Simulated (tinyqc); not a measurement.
## Inverter chain driving a load

N inverters, each f = Hc^(1/N) times larger than the one before: delay tau N (f + pp). Switched capacitance in units of the first input, with output capacitance pp times the input: Hc + (1 + pp)(Hc - 1)/(f - 1).

Inputs (values chosen for the exercise): load over the input capacitance of the chain Hc = 140; parasitic delay of an inverter pp = 0; delay unit tau = 1.9 ps.

Result of one run:
```
N	f	delay (ps)	switched capacitance
6	2.2787	25.977	248.70
```

What becomes of these results when the number of stages N is changed from 6 to 7, all else the same?

Result of the changed run:
```
N	f	delay (ps)	switched capacitance
7	2.0258	26.943	275.51
```

The whole series:
```
N	f	delay (ps)	switched capacitance
2	11.832	44.962	152.83
3	5.1925	29.597	173.15
4	3.4398	26.142	196.97
5	2.6867	25.524	222.41
6	2.2787	25.977	248.70
7	2.0258	26.943	275.51
8	1.8547	28.191	302.64
9	1.7316	29.611	329.98
```

The delay goes from 45.0 through a minimum of 25.5 (at N = 5 among the rows listed) to 29.6 ps. The best stage effort solves pp + rho (1 - ln rho) = 0, rho = 2.72, which gives N = ln Hc/ln rho = 4.94. One stage fewer than the best costs 2.4 % in delay and saves 11 % of the switched capacitance.

Computed by the program tinyqc: `OMP_NUM_THREADS=1 python tinyqc.py 2082172 2082173 out.jsonl`, one thread of a shared Intel Xeon 2.30GHz, about 0.01 s for the whole run.
